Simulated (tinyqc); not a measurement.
Inside a calculation. Method: plane-wave Kohn-Sham cycle with exchange-only LDA in a layered model solid. One step of it, computed by the program tinyqc.

Task: Iteration 1: levels at that k. Diagonalise the Hermitian matrix.

H (hartree), lower triangle:
```
           -3         -2         -1         +0         +1         +2        +3
-3   0.585584
-2  -0.345000   0.125844
-1   0.000000  -0.345000  -0.129567
+0   0.000000   0.000000  -0.345000  -0.180650
+1   0.000000   0.000000   0.000000  -0.345000  -0.027403
+2   0.000000   0.000000   0.000000   0.000000  -0.345000   0.330173
+3   0.000000   0.000000   0.000000   0.000000   0.000000  -0.345000  0.892078
```

Give: eigenvalues.

Result:

eigenvalues (hartree): -0.696  -0.345  -0.019  0.274  0.492  0.809  1.080
